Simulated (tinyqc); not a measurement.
Concentration-dependent dopant diffusion with charged defects and the built-in field: one step, computed by the program tinyqc. Command: `OMP_NUM_THREADS=1 python tinyqc.py 3004437 3004438 out.jsonl extrinsic walk`. One thread of a shared host (Intel(R) Xeon(R) Processor @ 2.30GHz), about 0.09 s of CPU time with the checks.

A constant source C_s feeds a half space. The dopant moves through neutral point defects and through charged ones, whose number grows with the majority carrier density n.

Problem. Diffusivity at the surface. n = C/2 + sqrt(C^2/4 + n_i^2); D(C) = h [Dx + D1 (n/n_i) + D2 (n/n_i)^2], h = 1 + C/sqrt(C^2 + 4 n_i^2).

Inputs (values chosen for the exercise, modelled on phosphorus in silicon): surface concentration C_s = 8.5e+18 1/cm^3; temperature T = 1050 C.

Field enhancement: on.

n_i = 9.288284e+18 1/cm^3

partial diffusivities (cm^2/s): Dx 4.330145e-14, D1 2.626591e-15, D2 8.049025e-16

intrinsic diffusivity D_i = 4.673294e-14 cm^2/s

Give: n/n_i; field factor h; surface diffusivity D_s; enhancement D_s/D_i.

Solution.

n/n_i = 1.557

field factor h = 1.416

surface diffusivity D_s = 6.987e-14 cm^2/s

enhancement D_s/D_i = 1.495

C_s is 0.915 times n_i: D_s stays within a factor 1.5 of D_i.
